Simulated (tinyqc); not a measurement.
# Contact resistivity and sheet resistance from two contact lengths

Problem. Rc = [sqrt(rc Rsh)/Wc] coth(Lc/(2 LT)), LT = sqrt(rc/Rsh), Wc = 126 nm; the second contact is twice as long as the first. Find LT, rc and Rsh.

Rc for Lc = 42 and 84 nm (ohm): 112.298388  75.1076116

Solution. With t = tanh(Lc/(2 LT)) for the shorter contact, the resistance of the longer over that of the shorter is (1 + t^2)/2. Then sqrt(rc Rsh) = Rc t Wc, and rc and Rsh follow by multiplying and dividing by LT.

LT = 31.62 nm
rc = 2.600e-9 ohm cm^2
Rsh = 260.0 ohm

Program tinyqc, `OMP_NUM_THREADS=1 python tinyqc.py 2170017 2170018 out.jsonl`; Intel Xeon 2.30GHz, shared host, one thread, about 0.03 s.
